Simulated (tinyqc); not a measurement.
# Doping and thickness from pinch-off voltage and conductance

Question. A uniform channel has Vp = q Nd a^2/(2 eps0 eps_r) and G0 = q mu Nd a W/L. Find a and Nd.

Inputs (values chosen for the exercise); material values close to those of gallium nitride:
- eps_r = 9.63 (relative permittivity of the semiconductor)
- mu = 540 cm^2/(V s) (low-field mobility at this doping)
- L = 0.3 um (gate length)
- W = 50 um (gate width)

Constants: q = 1.602176634e-19 C, eps0 = 8.8541878128e-14 F/cm where lengths are in cm. Results are converted to the units shown.

Vp = 1.8191899 V
G0 = 16.423913 mS

Solution. G0 gives the product Nd a and Vp gives Nd a^2; their ratio is a.

a = 170 nm
Nd = 6.70e16 cm^-3

Program tinyqc, `OMP_NUM_THREADS=1 python tinyqc.py 2500007 2500008 out.jsonl`; Intel Xeon 2.30GHz, shared host, one thread, about 0.04 s.
